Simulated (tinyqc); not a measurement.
Inputs raised by 2 %, one at a time: phonon transmission through an interface between two chains by Green functions. Computed by tinyqc, a small Python program. Command: `OMP_NUM_THREADS=1 python tinyqc.py 3014179 3014180 out.jsonl agf sens`. One thread of a shared host (Intel(R) Xeon(R) Processor @ 2.30GHz), about 0.02 s of CPU time with the checks.

Two semi-infinite chains (masses m_1, m_2; springs k_1, k_2), motion along the chain. The central region holds the end atom of each chain and two interlayer atoms of mass m_b, joined by springs k_b. lambda = omega^2 in eV/(angstrom^2 u); nu = 15.6333042 THz x sqrt(lambda).

Inputs (values chosen for the exercise, for two model chains): mass m_1 = 33.6 u; spring k_1 = 9.12 eV/angstrom^2; mass m_2 = 54.4 u; spring k_2 = 5.39 eV/angstrom^2; junction spring k_b = 1.58 eV/angstrom^2; interlayer mass m_b = 19.6 u; probe frequency / lower band top = 0.67; temperature T = 50 K.

Atoms in the interlayer: two.

Constants: nu for 1 eV/(angstrom^2 u) = 15.6333042 THz; h x 1 THz = 4.135667696 meV; k_B = 8.617333262e-05 eV/K; k_B = 1.380649e-23 J/K; h = 6.62607015e-34 J s.

Method:
- nu_max = 15.6333042 THz x 2 sqrt(k/m); impedance Z = sqrt(k m); long-wave transmission 4 Z_1 Z_2/(Z_1 + Z_2)^2; the probe frequency is the given share of the lower band top.
- In chain i, sin(q_i a/2) = nu/nu_max,i. An outgoing wave makes the next atom move as exp(i q_i a) times the end atom, so the lead adds the self-energy Sigma_i = -k_i exp(i q_i a) to the force-constant matrix; Gamma_i = -2 Im Sigma_i = 2 k_i sin(q_i a).
- A = lambda M - K - Sigma over the central atoms, with K_ii the sum of the springs at i, K_(i,i+1) = -k_b; G = inverse of A; transmission = Gamma_1 Gamma_2 |G_(first,last)|^2.
- Landauer conductance G = k_B int tau(nu) x^2 e^x/(e^x - 1)^2 d nu, x = h nu/(k_B T), from 0 to the lower band top (240 Gauss-Legendre points in s from 0 to 1, nu = nu_top sin(pi s/2)); tau is the transmission, and its thermal mean is G over the value for tau = 1 in the same window; the quantum is g_0 = pi^2 k_B^2 T/(3 h).

Runs:
```
input moved                          from      to  conductance G (pW/K)  thermal mean of the transmission  long-wave transmission  transmission
base run                                -       -                 26.35                            0.5582                  0.9999        0.1794
mass m_1 (u)                         33.6  34.272                 26.24                            0.5559                  0.9997        0.1776
spring k_1 (eV/angstrom^2)           9.12  9.3024                 26.24                            0.5559                  0.9997        0.1776
mass m_2 (u)                         54.4  55.488                 26.23                            0.5559                  1.0000        0.1785
spring k_2 (eV/angstrom^2)           5.39  5.4978                 26.24                            0.5559                  1.0000        0.1776
junction spring k_b (eV/angstrom^2)  1.58  1.6116                 26.60                            0.5637                  0.9999        0.1843
interlayer mass m_b (u)              19.6  19.992                 26.53                            0.5620                  0.9999        0.1833
temperature T (K)                      50      51                 26.78                            0.5566                  0.9999        0.1794
```

Exponents ln(y'/y) / ln(x'/x):
```
input                conductance G  thermal mean of the transmission  long-wave transmission  transmission
mass m_1                    -0.209                            -0.209                  -0.007        -0.503
spring k_1                  -0.211                            -0.211                  -0.007        -0.489
mass m_2                    -0.222                            -0.211                   0.004        -0.239
spring k_2                  -0.201                            -0.211                   0.004        -0.508
junction spring k_b          0.493                             0.493                   0.000         1.376
interlayer mass m_b          0.344                             0.344                   0.000         1.097
temperature T                0.831                            -0.147                   0.000         0.000
```

Among the inputs moved here: conductance G answers most in size to temperature T (exponent +0.831), next to junction spring k_b (+0.493). Thermal mean of the transmission answers most in size to junction spring k_b (exponent +0.493), next to interlayer mass m_b (+0.344). Long-wave transmission answers most in size to mass m_1 (exponent -0.007), and about equally to spring k_1 (-0.007); its exponent is below 0.0005 for junction spring k_b, interlayer mass m_b, temperature T. Its exponent 0.000 in junction spring k_b: long waves do not see the junction. Transmission answers most in size to junction spring k_b (exponent +1.376), next to interlayer mass m_b (+1.097); its exponent is below 0.0005 for temperature T.
